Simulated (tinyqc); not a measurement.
Solubility, supersaturation, precipitation and gettering of an impurity in a silicon-like host: one step, computed by the program tinyqc. Command: `OMP_NUM_THREADS=1 python tinyqc.py 3009101 3009102 out.jsonl ripen walk`. One thread of a shared host (Intel(R) Xeon(R) Processor @ 2.30GHz), about 0.01 s of CPU time with the checks.

The wafer was saturated at T1 and is then held at T.

Question. Segregation into a layer on one face. k = k_0 exp(E_g/(k_B T)); in equilibrium the bulk keeps C/C0 = 1/(1 + k t_g/w). For a strong sink on one face the slowest diffusion mode has tau_w = 4 w^2/(pi^2 D), and C/C0 is estimated as c_eq + (1 - c_eq)(8/pi^2) sum over odd m up to 99 of exp(-m^2 t/tau_w)/m^2. Precipitation is left out here.

Inputs (values chosen for the exercise, for a model impurity):

| quantity | value | unit |
|---|---|---|
| temperature of saturation T1 | 1200 | K |
| anneal temperature T | 949 | K |
| anneal time t | 120000 | s |
| wafer thickness w | 625 | micrometre |
| segregation energy E_g | 0.74 | eV |
| segregation prefactor k_0 | 0.012 | - |
| getter layer thickness t_g | 2.6 | micrometre |

Gettering: segregation gettering in a layer.

D(T) = 1.468203e-10 cm^2/s

Constants: k_B = 8.617333262e-05 eV/K.

Give: segregation coefficient k; equilibrium C/C0; tau_w; mean C/C0 at t.

Answer.

segregation coefficient k = 102.1

equilibrium C/C0 = 0.7019

tau_w = 1.078e+07 s

mean C/C0 at t = 0.9774

Diffusion and capacity both matter.
